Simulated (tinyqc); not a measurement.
Inside a calculation. Model: double-gate transistor below threshold, two-dimensional Poisson equation on a small mesh.

Computed by the program tinyqc: `OMP_NUM_THREADS=1 python tinyqc.py 2480047 2480048 out.jsonl`, one thread of a shared Intel Xeon 2.30GHz, about 0.09 s for the whole run. Printed values are rounded.

Half of a symmetric double-gate structure: row 0 is the mid-plane of the body, where the normal field vanishes. Mobile charge is neglected (subthreshold), the body is fully depleted, and potentials are counted from the intrinsic level; rows run upward to the gate, columns from source to drain.

Values chosen for this exercise; semiconductor permittivity made up: temperature T = 350 K; relative permittivity of the semiconductor eps_r = 9.76; relative permittivity of the insulator eox = 22; half the body thickness tb = 4 nm; insulator thickness tox = 6.6 nm; channel length L = 25 nm; acceptor density of the depleted body Na = 0 cm^-3; potential of the source Vbi = 0.46 V; gate offset Vfb = -0.02 V; gate voltage Vg = 0 V; drain voltage Vd = 0.7 V.

Constants: q = 1.602176634e-19 C, kB = 1.380649e-23 J/K, Vt = kB T/q, eps0 = 8.8541878128e-14 F/cm where lengths are in cm. Results are converted to the units shown.

## Coefficients of the five-point equations

Mesh: rows i = 0..2 in the semiconductor (step hs = tb/2, row 2 on the interface), then 2 step(s) ho = tox/2 up to the gate row 4; columns j = 0..5 (step hy = L/5). Box integration, divided by eps0: up_i = eps hy/h of the interval above row i, dn_i = that of the interval below (0 for row 0), lat_i = (sum of eps h/2 over the intervals above and below)/hy, s_i = -q Na w_i hy/eps0 with w_i the semiconductor height of the box (hs/2 for row 0 and the interface row, hs between, 0 in the insulator). Each free node obeys (up + dn + 2 lat) psi = up psi(above) + dn psi(below) + lat [psi(left) + psi(right)] + s.

```
row	up	dn	lat	s (V)
0	24.4	0	1.952	0
1	24.4	24.4	3.904	0
2	33.3333	24.4	9.212	0
3	33.3333	33.3333	14.52	0
```

## Iteration 1: over-relaxation sweep (omega = 1.4)

psi at the start (fixed values on the edges, free nodes linear between source and drain columns) (V):
```
	j=0	j=1	j=2	j=3	j=4	j=5
row 0	0.46000	0.60000	0.74000	0.88000	1.02000	1.16000
row 1	0.46000	0.60000	0.74000	0.88000	1.02000	1.16000
row 2	0.46000	0.60000	0.74000	0.88000	1.02000	1.16000
row 3	0.24000	0.31000	0.38000	0.45000	0.52000	0.59000
row 4	0.02000	0.02000	0.02000	0.02000	0.02000	0.02000
```

Free nodes: rows 0..3, columns 1..4, taken row by row from row 0, left to right. t = (up psi(above) + dn psi(below) + lat [psi(left) + psi(right)] + s)/(up + dn + 2 lat), with the newest neighbours; psi(new) = psi + 1.4 (t - psi).

psi after iteration 1 (V):
```
	j=0	j=1	j=2	j=3	j=4	j=5
row 0	0.46000	0.60000	0.74000	0.88000	1.02000	1.16000
row 1	0.46000	0.60000	0.74000	0.88000	1.02000	1.16000
row 2	0.46000	0.42230	0.48931	0.57406	0.66181	1.16000
row 3	0.24000	0.22335	0.23936	0.27095	0.30731	0.59000
row 4	0.02000	0.02000	0.02000	0.02000	0.02000	0.02000
```

## Iteration 2: over-relaxation sweep (omega = 1.4)

As before.

psi after iteration 2 (V):
```
	j=0	j=1	j=2	j=3	j=4	j=5
row 0	0.46000	0.60000	0.74000	0.88000	1.02000	1.16000
row 1	0.46000	0.49277	0.57837	0.67977	0.78452	1.16000
row 2	0.46000	0.34973	0.36681	0.41551	0.54228	1.16000
row 3	0.24000	0.19276	0.19136	0.20989	0.32114	0.59000
row 4	0.02000	0.02000	0.02000	0.02000	0.02000	0.02000
```

## Course of the iteration: over-relaxation sweep (omega = 1.4)

Stop when the largest change of psi is below 1e-7 V, or after 400 iterations. Fixed values: gate row Vg - Vfb; column 0 at Vbi and the last column at Vbi + Vd in the semiconductor, each running linearly to Vg - Vfb across the insulator.

Course of the iteration:
```
iteration	psi at row 0, j = 2 (V)	largest |change| of one entry (V)
1	0.74	0.358
2	0.74	0.235
3	0.532432	0.309
4	0.385516	0.195
5	0.295289	0.0916
6	0.240443	0.0548
7	0.217493	0.0230
8	0.207689	0.0109
9	0.205589	4.46e-3
...	...	...
12	0.205424	9.35e-5
13	0.205481	5.75e-5
14	0.205502	2.27e-5
15	0.205511	8.98e-6
16	0.205518	9.10e-6
17	0.205520	2.30e-6
18	0.205521	8.19e-7
19	0.205521	3.45e-7
20	0.205521	4.56e-8
```

Converged in 20 iterations. The changes do not fall evenly; from iteration 15 to 20 they shrink by a factor of 2.9 a step on average.

## Barrier, swing and barrier lowering

converged psi (V):
```
	j=0	j=1	j=2	j=3	j=4	j=5
row 0	0.46000	0.26143	0.20552	0.28891	0.56950	1.16000
row 1	0.46000	0.25002	0.19438	0.27313	0.54471	1.16000
row 2	0.46000	0.21391	0.16173	0.22651	0.46492	1.16000
row 3	0.24000	0.13389	0.10551	0.14439	0.28031	0.59000
row 4	0.02000	0.02000	0.02000	0.02000	0.02000	0.02000
```

d psi/dVg on row 0: j=0 0.000000, j=1 0.499413, j=2 0.712386, j=3 0.712386, j=4 0.499413, j=5 0.000000
d psi/dVd on row 0: j=0 0.00000, j=1 0.03024, j=2 0.08424, j=3 0.20337, j=4 0.47034, j=5 1.00000

The barrier is read along row 0, the path farthest from the gate. Take the node j of lowest psi: barrier Vbi - psi_j; swing Vt ln 10/(d psi_j/dVg); DIBL = (d psi_j/dVd)/(d psi_j/dVg). The derivatives solve the same equations with s = 0 and a unit change of that voltage.

j = 2
barrier = 0.254479 V
swing = 97.4857 mV/decade
DIBL = 118.256 mV/V

A mesh of 12, 8 and 80 steps (semiconductor, insulator, channel) gives a barrier of 0.275 V, a swing of 94.3 mV a decade and a DIBL of 95.6 mV/V; the small mesh puts the barrier 7.4 % below that.
